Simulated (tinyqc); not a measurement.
Barrier and mass from two Fowler-Nordheim currents.

Question. Fowler-Nordheim tunnelling through a dielectric follows J = A F^2 exp(-B/F), A = q^2 me/(16 pi^2 hbar m1 phi1) (A/V^2 with phi1 in volts), B = (4/3) sqrt(m1/C) phi1^1.5 (V/nm), C = hbar^2/(2 m0). Find B, A, phi1 and m1.

Values chosen for this exercise:

| symbol | value | unit | meaning |
|---|---|---|---|
| me | 0.38 | m0 | emitter mass in the supply function |

Constants: q = 1.602176634e-19 C, hbar = 1.054571817e-34 J s, m0 = 9.1093837015e-31 kg, hbar^2/(2 m0) = 0.0380998212 eV nm^2. Results are converted to the units shown.

J at F = 0.87 and 1.32 V/nm (A/cm^2): 4.7549089e-7  0.054479756

Solution. The slope of ln(J/F^2) against 1/F is -B and the intercept gives A. A fixes the product m1 phi1, and B = (4/3) phi1 sqrt(m1 phi1/C) then gives phi1.

B = 27.6 V/nm
A = 3.77e-7 A/V^2
phi1 = 3.24 eV
m1 = 0.480 m0

Numbers from tinyqc (`OMP_NUM_THREADS=1 python tinyqc.py 2540139 2540140 out.jsonl`; about 0.02 s on one thread of a shared Intel Xeon 2.30GHz).
